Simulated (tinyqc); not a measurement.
# Gain factor and gap resistance from two string resistances

Inverse problem. At small bit-line voltage each of the 64 cells has the resistance 1/(K x) at overdrive x (no mobility reduction) in series with a gap resistance Rg. Find K, Rg and the share of the gaps at the higher overdrive.

resistance of a string of 64 equal cells at overdrives of 3.4 and 8.4 V (kohm): [5343.9582, 2231.6021]

Solution. The resistance per cell is a straight line in 1/x with slope 1/K and intercept Rg.

K = 3.60 uA/V^2
Rg = 1.80 kohm
share of the gaps = 5.16 %

tinyqc, about 0.4 s, one thread, Intel Xeon 2.30GHz (shared host): `OMP_NUM_THREADS=1 python tinyqc.py 2142190 2142191 out.jsonl`
